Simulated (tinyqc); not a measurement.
Elastic strain and critical thickness of a cubic alloy layer A(1-x)B(x) on a thick substrate: one step, computed by the program tinyqc.

Strain is positive in tension. The layer is coherent with the substrate unless said otherwise.

Problem. Symmetric X-ray reflection. Reflection 111: d = a_perp/sqrt(3), with a_perp = a (1 + e_perp) for the coherent layer, a for the relaxed layer and a_S for the substrate; sin(theta) = lambda/(2 d).

Inputs (values chosen for the exercise, for a model alloy): substrate lattice constant a_S = 5.865 angstrom; X-ray wavelength = 1.540593 angstrom.

Growth plane: (111).

free lattice constant a = 5.90869 angstrom

normal strain e_perp = 0.004830157

Give: Bragg angles; peak separation of the coherent layer.

Solution.

Bragg angles:
```
crystal         a_perp (angstrom)  theta (degrees)  from substrate (arcsec)
substrate                   5.865            13.15                      0.0
coherent layer              5.937            12.99                   -586.0
relaxed layer               5.909            13.05                   -356.2
```

peak separation of the coherent layer = -586.0 arcsec
